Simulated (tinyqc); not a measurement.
# Saturation velocity and mobility from two gate lengths

Inverse problem. Isat = Cox vsat Vg (x - 1)/(x + 1) per width, x = sqrt(1 + 2 mu Vg/(m vsat L)), with no series resistance and the same overdrive Vg and mu at both lengths. Find vsat and mu.

Values chosen for this exercise:
```
symbol  value     unit           meaning
Cox      1.06  uF/cm^2  gate capacitance
m        1.19                body factor
```

Vg = 0.59 V
Isat at L = 1 and 3 um (uA/um): [37.054156, 13.270526]

Answer. The ratio of the currents depends on c = 2 mu Vg/(m vsat) alone and falls steadily from L2/L1 to 1 as c grows, so it fixes c; either current then gives vsat.

vsat = 1.100e7 cm/s
mu = 267.0 cm^2/(V s)

tinyqc, about 0.01 s, one thread, Intel Xeon 2.30GHz (shared host): `OMP_NUM_THREADS=1 python tinyqc.py 2500109 2500110 out.jsonl`
